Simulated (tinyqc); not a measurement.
Planar ballistic transistor, top-of-the-barrier model: two steps of the calculation.

At the top of the source barrier, states moving towards the drain are filled by the source (Fermi level 0) and states moving back by the drain (Fermi level -q Vd); nothing scatters. U is the shift of the band edge there, set by the capacitances CG, CD and CS (the total) and by the charge. Parabolic two-dimensional band; the source is grounded.

Values chosen for this exercise; mass and valleys close to those of a monolayer dichalcogenide:
- T = 300 K (temperature)
- m = 0.51 m0 (effective mass)
- gv = 2 (valley degeneracy)
- eox = 9 (relative permittivity of the gate insulator)
- tox = 2.1 nm (insulator thickness)
- aG = 0.88 (gate control CG/CS)
- E0 = 0.22 eV (band edge at the barrier top above the source Fermi level at zero bias)
- Vd = 0.05 V (drain voltage)

Constants: q = 1.602176634e-19 C, kB = 1.380649e-23 J/K, hbar = 1.054571817e-34 J s, m0 = 9.1093837015e-31 kg, Vt = kB T/q, eps0 = 8.8541878128e-14 F/cm where lengths are in cm. Results are converted to the units shown.

Question 1. Self-consistent potential at the barrier top. eta1 = -(E0 + U)/Vt, eta2 = eta1 - Vd/Vt, n = (N0/2)[F_0(eta1) + F_0(eta2)], F_0(x) = ln(1 + exp x). U(out) = UL + q (n - n0)/CS. Newton step: U(new) = U + (U(out) - U)/(1 + CQ/CS), CQ = (q/Vt) dn/d(eta1) with both F' summed; F_0'(x) = 1/(1 + exp(-x)).

U after iteration 1 = -0.24898100 eV
N0 = 1.1015178e13 cm^-2
CS = 4.3121045 uF/cm^2
n0 = 2.2187605e9 cm^-2
UL = -0.3551 eV

Wanted: eta1; eta2; n; U(out); CQ; U after iteration 2.

Answer 1.

eta1 = 1.1210
eta2 = -0.81305
n = 9.7497e12 cm^-2
U(out) = 0.0070711 eV
CQ = 36.230 uF/cm^2
U after iteration 2 = -0.22175 eV

Question 2. Current, mean velocity and share of the gate voltage. N0 = gv m kB T/(pi hbar^2), CG = eps0 eox/tox, vT = sqrt(2 kB T/(pi m)), CS = CG/aG, n0 = n at U = 0 and Vd = 0. I = q (N0/2) vT [F_(1/2)(eta1) - F_(1/2)(eta2)] per width, F_(1/2)(x) = (2/sqrt(pi)) int_0^infinity u^(1/2)/(1 + exp(u - x)) du. Mean velocity I/(q n). CQ = (q/Vt) dn/d(eta1); the band edge follows the gate as -dU/dVg = aG/(1 + CQ/CS).

converged U = -0.21390711 eV

Wanted: eta1; n; I; mean velocity; CQ; -dU/dVg.

Answer 2.

eta1 = -0.2357
n = 3.802e12 cm^-2
I = 347.7 uA/um
mean velocity = 5.707e6 cm/s
CQ = 18.56 uF/cm^2
-dU/dVg = 0.1659 eV/V

The carriers from the source are near degeneracy (eta1 = -0.236), and the mean velocity is 0.758 times vT = sqrt(2 kB T/(pi m)) = 7.53e6 cm/s. The drain fills a good part of the returning states, which lowers the mean.

Computed by the program tinyqc: `OMP_NUM_THREADS=1 python tinyqc.py 2400103 2400104 out.jsonl`, one thread of a shared Intel Xeon 2.30GHz, about 0.01 s for the whole run.
